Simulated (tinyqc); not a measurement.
Thermal, flicker and telegraph noise of a field-effect transistor: one step, computed by the program tinyqc. Command: `OMP_NUM_THREADS=1 python tinyqc.py 3005056 3005057 out.jsonl noise walk`. One thread of a shared host (Intel(R) Xeon(R) Processor @ 2.30GHz), about 0.01 s of CPU time with the checks.

Strong inversion, threshold roll-off and channel-length modulation left out; noise sources are uncorrelated and are given as one-sided spectral densities. The drain voltage is 50 mV.

Task: Operating point. C_ox = 3.9 eps_0/t; I = mu C_ox (W/L) V_ov V_D; g_m = I/V_ov; g_d0 = I/V_D.

Inputs (values chosen for the exercise, modelled on a silicon n-channel):

| quantity | value | unit |
|---|---|---|
| width W | 14 | micrometre |
| length L | 410 | nm |
| electrical oxide thickness t | 4.9 | nm |
| mobility mu | 150 | cm^2/(V s) |
| overdrive V_ov | 0.46 | V |

Operating region: linear. Flicker model: Hooge.

Constants: eps_0 = 8.8541878128e-12 F/m.

Give: C_ox; drain current I; g_m; g_d0.

Result:

C_ox = 0.7047 microfarad/cm^2

drain current I = 83.02 microampere

g_m = 180.5 microsiemens

g_d0 = 1660 microsiemens
